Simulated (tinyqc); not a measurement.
X-ray photoelectron analysis of a thin oxide on a semiconductor: attenuation lengths, thickness, angle series and band offsets: one step, computed by the program tinyqc. Command: `OMP_NUM_THREADS=1 python tinyqc.py 3113147 3113148 out.jsonl xps walk`. One thread of a shared host (Intel(R) Xeon(R) Processor @ 2.30GHz), about 0.01 s of CPU time with the checks.

The same element is seen in the oxide and in the substrate, at nearly the same kinetic energy; films are flat and uniform, and the work function is ignored.

Task: Inelastic mean free paths. TPP-2M: lambda = E/(E_p^2 [b ln(c E) - C/E + D/E^2]) in angstrom, E_p = 28.8 sqrt(N_v rho/M), b = -0.10 + 0.944/sqrt(E_p^2 + E_g^2) + 0.069 rho^0.1, c = 0.191/sqrt(rho), U = N_v rho/M, C = 1.97 - 0.91 U, D = 53.4 - 20.8 U, with E = photon energy less binding energy in eV. Attenuation length L = factor x lambda.

Inputs (values chosen for the exercise, modelled on SiO2 on silicon):
```
quantity,value,unit
photon energy,2000,eV
binding energy of the core level,99.4,eV
oxide density,2.17,g/cm^3
oxide formula mass,60.08,g/mol
valence electrons per oxide formula,16,-
oxide gap,8.97,eV
substrate density,2.33,g/cm^3
substrate formula mass,28.09,g/mol
valence electrons per substrate formula,4,-
substrate gap,1.12,eV
attenuation length over inelastic mean free path,0.87,-
```

Give: kinetic energy E; the table «Terms» with the columns E_p (eV), b, c, lambda (nm), for layer = oxide, substrate; L in the oxide; L in the substrate.

Result:

kinetic energy E = 1900.6 eV

Terms:
```
layer,E_p (eV),b,c,lambda (nm)
oxide,21.89,0.01446,0.1297,5.028
substrate,16.59,0.03187,0.1251,3.981
```

L in the oxide = 4.374 nm

L in the substrate = 3.463 nm
